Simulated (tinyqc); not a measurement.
Long-channel MOSFET, surface-potential model: one step of the calculation.

n-channel transistor on a uniformly doped p-type body, gradual-channel approximation, constant mobility, Boltzmann statistics, full ionisation. Potentials are counted from the neutral body; V is the electron quasi-Fermi potential, Vsb at the source and Vsb + Vds at the drain. Charges are magnitudes per area.

Task. Body potential, insulator capacitance and body factor. ni = sqrt(Nc Nv) exp(-Eg/(2 Vt)), Eg in volts; phiF = Vt ln(Na/ni); Cox = eps0 eox/tox; gamma = sqrt(2 q eps0 eps_r Na)/Cox. VT = Vfb + 2 phiF + gamma sqrt(2 phiF + Vsb), m = 1 + gamma/(2 sqrt(2 phiF + Vsb)).

Values chosen for this exercise; material values close to those of silicon:
- T = 293 K (temperature)
- Eg = 1.14 eV (band gap)
- eps_r = 11.6 (relative permittivity of the semiconductor)
- Nc = 2.69e19 cm^-3 (conduction-band density of states at T)
- Nv = 2.52e19 cm^-3 (valence-band density of states at T)
- Na = 7.7e17 cm^-3 (acceptor density of the body)
- eox = 9.32 (relative permittivity of the gate insulator)
- tox = 26 nm (insulator thickness)
- Vfb = -0.58 V (flat-band voltage)
- Vsb = 2 V (source-body reverse bias)

Constants: q = 1.602176634e-19 C, kB = 1.380649e-23 J/K, Vt = kB T/q, eps0 = 8.8541878128e-14 F/cm where lengths are in cm. Results are converted to the units shown.

Find: ni; phiF; Cox; gamma; VT; m.

Result.

ni = 4.0854e9 cm^-3
phiF = 0.48110 V
Cox = 0.31739 uF/cm^2
gamma = 1.5861 V^0.5
VT = 3.1120 V
m = 1.4608

Numbers from tinyqc (`OMP_NUM_THREADS=1 python tinyqc.py 2360074 2360075 out.jsonl`; about 0.04 s on one thread of a shared Intel Xeon 2.30GHz).
